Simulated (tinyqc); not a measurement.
Cluster expansion of a binary alloy: correlations, fit, cross-validation and ground states: one step, computed by the program tinyqc.

s = +1 for A and -1 for B. Energy per site E = J0 + J1 P(point) + sum over clusters of m V P, with P the mean product of spins; V > 0 on a pair favours unlike neighbours. Clusters per site m: pair 1 6, pair 2 3, pair 3 12, triplet 8; the triplet is the triangle of first neighbours. Formation energies are counted from the line between pure A and pure B, which removes J0 and J1.

Problem. Design matrix. Design matrix of formation energies: m (P - 1) for pairs and m (P(triplet) - P(point)) for the triplet; x = (1 - P(point))/2.

Lattice: fcc.

correlations P, counted on periodic cells:
```
                       point     pair 1     pair 2     pair 3    triplet
A                   1.000000   1.000000   1.000000   1.000000   1.000000
A3B L1_2            0.500000   0.000000   1.000000   0.000000  -0.500000
A3B D0_22           0.500000   0.000000   0.666667   0.333333  -0.500000
A3B (001) layers    0.500000   0.333333   0.666667   0.000000   0.500000
A2B (001) layers    0.333333   0.111111   0.555556  -0.333333   0.333333
AB L1_0             0.000000  -0.333333   1.000000  -0.333333   0.000000
AB L1_1             0.000000   0.000000  -1.000000   0.000000   0.000000
A2B2 (001) layers   0.000000   0.333333   0.333333  -0.333333   0.000000
AB2 (001) layers   -0.333333   0.111111   0.555556  -0.333333  -0.333333
AB3 L1_2           -0.500000   0.000000   1.000000   0.000000   0.500000
AB3 D0_22          -0.500000   0.000000   0.666667   0.333333   0.500000
AB3 (001) layers   -0.500000   0.333333   0.666667   0.000000  -0.500000
B                  -1.000000   1.000000   1.000000   1.000000  -1.000000
```

Give: X.

Solution.

X:
```
                   pair 1  pair 2  pair 3  triplet
A                    0.00    0.00    0.00     0.00
A3B L1_2            -6.00    0.00  -12.00    -8.00
A3B D0_22           -6.00   -1.00   -8.00    -8.00
A3B (001) layers    -4.00   -1.00  -12.00     0.00
A2B (001) layers    -5.33   -1.33  -16.00     0.00
AB L1_0             -8.00    0.00  -16.00     0.00
AB L1_1             -6.00   -6.00  -12.00     0.00
A2B2 (001) layers   -4.00   -2.00  -16.00     0.00
AB2 (001) layers    -5.33   -1.33  -16.00     0.00
AB3 L1_2            -6.00    0.00  -12.00     8.00
AB3 D0_22           -6.00   -1.00   -8.00     8.00
AB3 (001) layers    -4.00   -1.00  -12.00     0.00
B                    0.00    0.00    0.00     0.00
```
